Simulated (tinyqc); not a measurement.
Gate sheet resistance from two finger widths.

Question. At low frequency R = Rsh Wf/(3 L) + B/Wf, where B collects the channel and vertical terms. Find Rsh, B and the width of lowest R.

Inputs (values chosen for the exercise): channel length L = 0.21 um.

input resistance of single fingers, contacted at one end, of width 0.5 and 11 um (ohm): [1209.3651, 699.66811]

Answer. R Wf is a straight line in Wf^2; the minimum of R lies where both terms are equal.

Rsh = 37.0 ohm/square
B = 590 ohm um
width of lowest R = 3.17 um

tinyqc, about 0.01 s, one thread, Intel Xeon 2.30GHz (shared host): `OMP_NUM_THREADS=1 python tinyqc.py 2262203 2262204 out.jsonl`
